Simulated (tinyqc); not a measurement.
Stretching all distances: RHF, UHF, MP2, CISD and CCSD against full CI in the sto-3g basis, for BeH+, spin multiplicity 1. Computed by the program tinyqc with PySCF. All coordinates are multiplied by the scale. c0^2 is the weight of the RHF determinant in the lowest singlet FCI state (UHF is spin-contaminated and may lie near states of higher spin) and n(LUMO) the first natural occupation beyond the occupied space.

Geometry (angstrom):
```
atom       x       y       z
Be    0.0000  0.0000  0.0000
H     0.0000  0.0000  1.2360
```

Full CI energy (hartree) and errors against it (kcal/mol):
```
scale   distance 1-2 (angstrom)      E(FCI)      RHF      UHF      MP2    CISD    CCSD  <S^2> UHF    c0^2  n(LUMO)
0.8800                   1.0877  -14.651804  10.0725  10.0725   3.0472  0.0069  0.0056     0.0000  0.9860   0.0169
1.2300                   1.5203  -14.679666  16.8196  16.8196   6.1340  0.0155  0.0127     0.0000  0.9656   0.0524
1.4000                   1.7304  -14.660405  22.4868  21.4703   8.8710  0.0236  0.0193     0.2471  0.9431   0.0926
1.5800                   1.9529  -14.636527  30.1687  19.3814  12.6234  0.0358  0.0287     0.6190  0.9075   0.1585
1.7600                   2.1754  -14.614772  39.1066  14.5681  16.9049  0.0514  0.0394     0.7841  0.8599   0.2471
1.9300                   2.3855  -14.598228  48.0847  10.2055  21.0094  0.0680  0.0493     0.8688  0.8047   0.3456
2.1000                   2.5956  -14.585942  57.0448   6.7074  24.8256  0.0854  0.0582     0.9211  0.7405   0.4518
2.2800                   2.8181  -14.577096  66.0537   4.0514  28.2502  0.1033  0.0661     0.9556  0.6670   0.5643
```

Estimate the missing row, scale = 1.06.

Computed row:
```
scale   distance 1-2 (angstrom)      E(FCI)      RHF      UHF     MP2    CISD    CCSD  <S^2> UHF    c0^2  n(LUMO)
1.0600                   1.3102  -14.685058  12.7717  12.7717  4.2474  0.0104  0.0085     0.0000  0.9788   0.0294
```

UHF parts from RHF first at scale 1.4 of those listed, where <S^2> leaves zero. The weight c0^2 goes from 0.99 to 0.67 and n(LUMO) from 0.02 to 0.56: static correlation grows as the bonds break into open-shell fragments. The spread of the error along the curve, which distorts its shape, is CCSD 0.1, CISD 0.1, UHF 17.4, MP2 25.2, RHF 56.0 kcal/mol.
